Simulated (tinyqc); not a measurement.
Capacitance measurement on a leaky thin oxide: effects of series resistance and leakage: readings against frequency.

The device is a capacitance C in parallel with a leakage conductance G, in series with Rs and Ls. An impedance meter reports either a parallel pair (Cp, Gp) from Y = 1/Z = Gp + i w Cp or a series pair (Cs, Rm) from Z = Rm + 1/(i w Cs); w = 2 pi f, dissipation D = Gp/(w |Cp|).

EOT = 3.9 tox/eox; CET = EOT + zc + zp; C = 3.9 eps0 A/CET; G = Jg A/Vs. Z = Rs + i w Ls + 1/(G + i w C); CET read from Cp = 3.9 eps0 A/Cp; errors under 0.001 % are printed as 0.

Inputs (values chosen for the exercise); values of the order met in thin-oxide MOS capacitors:
- eox = 3.9 (relative permittivity of the gate insulator (close to silicon dioxide))
- tox = 2.4 nm (insulator thickness)
- A = 10000 um^2 (gate area)
- zc = 0.33 nm (oxide-equivalent thickness added by the accumulation layer)
- zp = 0 nm (oxide-equivalent thickness added by gate depletion)
- Jg = 29 A/cm^2 (gate leakage current density, not matched to the thickness)
- Vs = 0.25 V (voltage for an e-fold rise of the leakage)
- Rs = 6.6 ohm (series resistance)
- Ls = 0 nH (series inductance)

Constants: eps0 = 8.8541878128e-14 F/cm where lengths are in cm. Results are converted to the units shown.

The same in every row: C (pF) = 126.5.

Readings against frequency:

| f (Hz) | Cp (pF) | Cs (pF) | D | error of Cp (%) | error of Cs (%) | CET read from Cp (nm) |
|---|---|---|---|---|---|---|
| 1000 | 109.1 | 2.695e10 | 1.571e4 | -13.7 | 2.13e10 | 3.164 |
| 3000 | 109.1 | 2.994e9 | 5238 | -13.7 | 2.37e9 | 3.164 |
| 10000 | 109.1 | 2.695e8 | 1571 | -13.7 | 2.13e8 | 3.164 |
| 30000 | 109.1 | 2.994e7 | 523.8 | -13.7 | 2.37e7 | 3.164 |
| 1e5 | 109.1 | 2.695e6 | 157.1 | -13.7 | 2.13e6 | 3.164 |
| 3e5 | 109.1 | 2.995e5 | 52.38 | -13.7 | 2.37e5 | 3.164 |
| 1e6 | 109.1 | 2.707e4 | 15.72 | -13.7 | 2.13e4 | 3.164 |
| 3e6 | 109.1 | 3121 | 5.253 | -13.7 | 2370 | 3.165 |
| 1e7 | 108.9 | 396.0 | 1.624 | -13.9 | 213 | 3.172 |
| 3e7 | 106.9 | 156.4 | 0.6811 | -15.5 | 23.7 | 3.232 |

Read the table: what changes, and by how much?

D falls from 15700 to 0.681; without inductance its minimum lies at f = sqrt(G (1 + G Rs)/Rs)/(2 pi C) = 5.47e7 Hz. The error of Cp goes from -13.7 to -15.5 % and that of Cs from 2.13e10 to 23.7 %; at low frequency Cp tends to C/(1 + G Rs)^2 and Cs grows as 1 + (G/(w C))^2. Neither reading comes within 2 % of C in any row. For f = 1000, 3000, 10000, 30000, 1e5, 3e5, 1e6, 3e6, 1e7 D exceeds 1, where the accuracy of real meters degrades in proportion to sqrt(1 + D^2).

Computed by the program tinyqc: `OMP_NUM_THREADS=1 python tinyqc.py 2022042 2022043 out.jsonl`, one thread of a shared Intel Xeon 2.30GHz, about 0.01 s for the whole run.
